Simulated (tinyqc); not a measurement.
Worked calculation: UKS/LDA (VWN5) in the sto-3g basis, for H4, spin multiplicity 3. This run ends on a higher stationary point, not on the lowest solution. One step of it, computed by the program tinyqc.

Question. Iteration 2 (converged): orbitals. Diagonalise F' = X^T F X, C = X C', fill 3 alpha and 1 beta electrons from the bottom; D(s) = C_occ C_occ^T. Each column has its largest component positive (the first on a tie).

F(alpha) (hartree), lower triangle:
```
,1H 1s,2H 1s,3H 1s,4H 1s
1H 1s,-0.169843
2H 1s,-0.205392,-0.169843
3H 1s,-0.049520,-0.030698,-0.169843
4H 1s,-0.030698,-0.049520,-0.205392,-0.169843
```

F(beta) (hartree), lower triangle:
```
,1H 1s,2H 1s,3H 1s,4H 1s
1H 1s,-0.071024
2H 1s,-0.177585,-0.071024
3H 1s,-0.045072,-0.028425,-0.071024
4H 1s,-0.028425,-0.045072,-0.177585,-0.071024
```

X, lower triangle:
```
,1H 1s,2H 1s,3H 1s,4H 1s
1H 1s,1.055822
2H 1s,-0.195371,1.055822
3H 1s,-0.038339,-0.001992,1.055822
4H 1s,-0.001992,-0.038339,-0.195371,1.055822
```

Give: F' = X^T F X; orbital energies; coefficients C; F' = X^T F X; orbital energies; coefficients C; D(alpha) after iteration 2; D(beta) after iteration 2.

Answer.

F' = X^T F X (alpha) (hartree), lower triangle:
```
,1,2,3,4
1,-0.1077
2,-0.1651,-0.1077
3,-0.0331,-0.0004,-0.1077
4,-0.0004,-0.0331,-0.1651,-0.1077
```

orbital energies (alpha) (hartree): MO1 -0.3063, MO2 -0.2394, MO3 0.0247, MO4 0.0901

coefficients C (alpha):
```
,MO1,MO2,MO3,MO4
1H 1s,0.4101,0.4504,0.6074,0.6438
2H 1s,0.4101,0.4504,-0.6074,-0.6438
3H 1s,0.4101,-0.4504,0.6074,-0.6438
4H 1s,0.4101,-0.4504,-0.6074,0.6438
```

F' = X^T F X (beta) (hartree), lower triangle:
```
,1,2,3,4
1,-0.0054
2,-0.1739,-0.0054
3,-0.0365,-0.0008,-0.0054
4,-0.0008,-0.0365,-0.1739,-0.0054
```

orbital energies (beta) (hartree): MO1 -0.2166, MO2 -0.1421, MO3 0.1327, MO4 0.2042

coefficients C (beta):
```
,MO1,MO2,MO3,MO4
1H 1s,0.4101,0.4504,0.6074,0.6438
2H 1s,0.4101,0.4504,-0.6074,-0.6438
3H 1s,0.4101,-0.4504,0.6074,-0.6438
4H 1s,0.4101,-0.4504,-0.6074,0.6438
```

D(alpha) after iteration 2, lower triangle:
```
,1H 1s,2H 1s,3H 1s,4H 1s
1H 1s,0.7400
2H 1s,0.0020,0.7400
3H 1s,0.3343,-0.4037,0.7400
4H 1s,-0.4037,0.3343,0.0020,0.7400
```

D(beta) after iteration 2, lower triangle:
```
,1H 1s,2H 1s,3H 1s,4H 1s
1H 1s,0.1681
2H 1s,0.1681,0.1681
3H 1s,0.1681,0.1681,0.1681
4H 1s,0.1681,0.1681,0.1681,0.1681
```
